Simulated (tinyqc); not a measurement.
Heterojunction of two tight-binding chains: one step. Transmission. Three cases, with inputs chosen for the exercise.

Task: The last site of the left chain has energy 2 t1 + U, and S1, S2 are the self-energies of the two half chains on it. G = 1/(E - 2 t1 - U - S1 - S2); T = 4 Im(S1) Im(S2) |G|^2.

Give: G; T.

Case 1.

Values chosen (out of a larger set: masses and offset of the size met at GaAs / AlGaAs; not measured data): E = 0.318 eV (electron energy); U = 0.17 eV (extra energy on the last left site).

t1 = 1.705014 eV
S1 = -1.5460142-0.7189670i eV
S2 = -1.4865850-0.3973593i eV

Result:

G = -0.1766-0.8595i 1/eV
T = 0.8798

A fraction 0.1202 is reflected although the electron lies above the step.

Case 2.

Values chosen (out of a larger set: masses and offset of the size met at InGaAs / InP; not measured data): E = 0.303 eV (electron energy); U = -1.24 eV (extra energy on the last left site).

t1 = 5.669616 eV
S1 = -5.5181162-1.3018992i eV
S2 = -5.6578543-0.3650105i eV

Result:

G = 0.2947-0.3560i 1/eV
T = 0.4060

A fraction 0.5940 is reflected although the electron lies above the step.

Case 3.

Values chosen (out of a larger set: masses and offset of the size met at InAs / GaSb; not measured data): E = 0.98 eV (electron energy); U = 0 eV (extra energy on the last left site).

t1 = 19.438684 eV
S1 = -18.9486842-4.3370278i eV
S2 = -18.9311061-2.1415832i eV

Result:

G = -0.0004-0.1544i 1/eV
T = 0.8852

A fraction 0.1148 is reflected although the electron lies above the step.

Computed by tinyqc, one run a case: `OMP_NUM_THREADS=1 python tinyqc.py N N+1 out.jsonl` with N = 1481473, 1481505, 1481711; one thread of a shared Intel(R) Xeon(R) Processor @ 2.30GHz, about 0.01 s a run at most.
